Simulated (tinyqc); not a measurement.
Plane-wave Kohn-Sham cycle with exchange-only LDA in a layered model solid, step by step. Computed by tinyqc, a small Python program that keeps every step. Settings: points = 16, plane-wave index or count = 2, electrons = 4, k points = 3, area = 29.0, mixing = 0.1, iteration cap = 52, Kerker q0 = 1.13. Command: `OMP_NUM_THREADS=1 python tinyqc.py 23691 23692 out.jsonl` (the two numbers bound the seeds that draw the settings). One thread of a shared host (Intel(R) Xeon(R) Processor @ 2.60GHz), about 0.02 s of CPU time with the checks. Later iterations appear only in the table of the cycle.

## Iteration 1: potential

A solid whose potential varies along x alone (atomic units):
```
parameter                      value
period a                    9.400000
cross-section of the cell  29.000000
electrons per cell                 4
grid points                       16
plane waves -n..n, n               2
k points                           3
V1 in V1 cos(2 pi x/a)     -0.130000
V2 in V2 cos(4 pi x/a)     -0.120000
```

density at the start, on the grid x_j = j a/N (e/bohr^3): 0.0146735  0.0146735  0.0146735  0.0146735  0.0146735  0.0146735  0.0146735  0.0146735  0.0146735  0.0146735  0.0146735  0.0146735  0.0146735  0.0146735  0.0146735  0.0146735

V_H(G) = 4 pi rho(G)/G^2 for G != 0 (uniform background); v_x = -(3 rho/pi)^(1/3); V = V_ext + V_H + v_x; Fourier components f(G_m) = (1/N) sum_j f(x_j) exp(-i G_m x_j).

Potentials on the grid (hartree):
```
x           V_ext      V_H       v_x         V
0.00000  -0.25000  0.00000  -0.24108  -0.49108
0.58750  -0.20496  0.00000  -0.24108  -0.44604
1.17500  -0.09192  0.00000  -0.24108  -0.33301
1.76250   0.03510  0.00000  -0.24108  -0.20598
2.35000   0.12000  0.00000  -0.24108  -0.12108
2.93750   0.13460  0.00000  -0.24108  -0.10648
3.52500   0.09192  0.00000  -0.24108  -0.14916
4.11250   0.03525  0.00000  -0.24108  -0.20583
4.70000   0.01000  0.00000  -0.24108  -0.23108
5.28750   0.03525  0.00000  -0.24108  -0.20583
5.87500   0.09192  0.00000  -0.24108  -0.14916
6.46250   0.13460  0.00000  -0.24108  -0.10648
7.05000   0.12000  0.00000  -0.24108  -0.12108
7.63750   0.03510  0.00000  -0.24108  -0.20598
8.22500  -0.09192  0.00000  -0.24108  -0.33301
8.81250  -0.20496  0.00000  -0.24108  -0.44604
```

V(G_m), m = 0, 1, 2, ... (hartree): -0.24108  -0.06500  -0.06000  0.00000  0.00000

## Iteration 1: Hamiltonian at one k

k = 0.00000 2 pi / a

H(m,m') = (k + G_m)^2/2 delta + V(G_m - G_m'), with V(-G) = V(G).

H (hartree), lower triangle:
```
          -2        -1        +0        +1       +2
-2   0.65250
-1  -0.06500  -0.01769
+0  -0.06000  -0.06500  -0.24108
+1   0.00000  -0.06000  -0.06500  -0.01769
+2   0.00000   0.00000  -0.06000  -0.06500  0.65250
```

## Iteration 1: levels at that k

Diagonalise the Hermitian matrix.

eigenvalues (hartree): -0.29383  -0.03722  0.03546  0.65934  0.66478

## Iteration 1: new density

Motion across x is left out: the lowest 2 band(s) hold two electrons at each of the k points (j + 1/2)/nk - 1/2. Residual R = rho(out) - rho(in); rho(new) = rho(in) + 0.1 R, with R(G) scaled by G^2/(G^2 + 1.13^2) (Kerker). rho(out) = 2/(a A nk) sum |psi|^2 with psi = sum c exp(i G x). Harris energy E = band energy - dV sum rho (V_H/2 + v_x) + (3/4) dV sum rho v_x with rho(in), dV = a A/N, band energy = (2/nk) sum of the filled levels.

rho(out) (e/bohr^3): 0.0236043  0.0212466  0.0158537  0.0109380  0.0090146  0.0102924  0.0133325  0.0162171  0.0173823  0.0162171  0.0133325  0.0102924  0.0090146  0.0109380  0.0158537  0.0212466

density after iteration 1 (e/bohr^3): 0.0151289  0.0149881  0.0146759  0.0144145  0.0143456  0.0144591  0.0146575  0.0148323  0.0149013  0.0148323  0.0146575  0.0144591  0.0143456  0.0144145  0.0146759  0.0149881

energy per cell = -0.5025734 hartree

## Iteration 2: potential

As before.

Potentials on the grid (hartree):
```
x           V_ext        V_H       v_x         V
0.00000  -0.25000    0.00431  -0.24355  -0.48925
0.58750  -0.20496    0.00337  -0.24279  -0.44438
1.17500  -0.09192    0.00114  -0.24110  -0.33188
1.76250   0.03510   -0.00113  -0.23966  -0.20568
2.35000   0.12000   -0.00234  -0.23927  -0.12162
2.93750   0.13460   -0.00220  -0.23990  -0.10750
3.52500   0.09192   -0.00116  -0.24100  -0.15023
4.11250   0.03525  -4.40e-05  -0.24195  -0.20674
4.70000   0.01000    0.00042  -0.24232  -0.23190
5.28750   0.03525  -4.40e-05  -0.24195  -0.20674
5.87500   0.09192   -0.00116  -0.24100  -0.15023
6.46250   0.13460   -0.00220  -0.23990  -0.10750
7.05000   0.12000   -0.00234  -0.23927  -0.12162
7.63750   0.03510   -0.00113  -0.23966  -0.20568
8.22500  -0.09192    0.00114  -0.24110  -0.33188
8.81250  -0.20496    0.00337  -0.24279  -0.44438
```

V(G_m), m = 0, 1, 2, ... (hartree): -0.24108  -0.06428  -0.05974  -0.00006  -0.00001

## Iteration 2: Hamiltonian at one k

k = 0.00000 2 pi / a

As before.

H (hartree), lower triangle:
```
          -2        -1        +0        +1       +2
-2   0.65250
-1  -0.06428  -0.01768
+0  -0.05974  -0.06428  -0.24108
+1  -0.00006  -0.05974  -0.06428  -0.01768
+2  -0.00001  -0.00006  -0.05974  -0.06428  0.65250
```

## Iteration 2: levels at that k

As before.

eigenvalues (hartree): -0.29288  -0.03775  0.03537  0.65920  0.66463

## Iteration 2: new density

As before.

rho(out) (e/bohr^3): 0.0235710  0.0212197  0.0158402  0.0109347  0.0090160  0.0102985  0.0133472  0.0162410  0.0174103  0.0162410  0.0133472  0.0102985  0.0090160  0.0109347  0.0158402  0.0212197

density after iteration 2 (e/bohr^3): 0.0155575  0.0152851  0.0146803  0.0141724  0.0140367  0.0142556  0.0146407  0.0149810  0.0151153  0.0149810  0.0146407  0.0142556  0.0140367  0.0141724  0.0146803  0.0152851

energy per cell = -0.5017159 hartree

## Convergence

Stop when sqrt(dV sum R^2) is below 1e-8, dV = a A/N.

Course of the cycle:
```
iteration  E (hartree)  norm of the residual
1           -0.5025734              7.33e-02
2           -0.5017159              6.92e-02
3           -0.5009317              6.54e-02
4           -0.5002152              6.18e-02
5           -0.4995609              5.84e-02
6           -0.4989637              5.52e-02
7           -0.4984186              5.21e-02
8           -0.4979213              4.93e-02
9           -0.4974675              4.66e-02
10          -0.4970534              4.41e-02
11          -0.4966755              4.17e-02
...                ...                   ...
42          -0.4928649              8.40e-03
43          -0.4928410              8.01e-03
44          -0.4928189              7.63e-03
45          -0.4927986              7.28e-03
46          -0.4927798              6.94e-03
47          -0.4927625              6.62e-03
48          -0.4927466              6.32e-03
49          -0.4927319              6.03e-03
50          -0.4927184              5.76e-03
51          -0.4927059              5.50e-03
52          -0.4926943              5.25e-03
```

Not converged within 52 iterations: the residual falls steadily but slowly, by a factor of about 0.95 a step. Reruns (cap 100 unless said): mixing 0.5, Kerker q0 1.0: converged in 60 (E = -0.49255); mixing 0.3, Pulay depth 5: converged in 9 (E = -0.49255); the original settings with a cap of 400: converged in 387 (E = -0.49255).
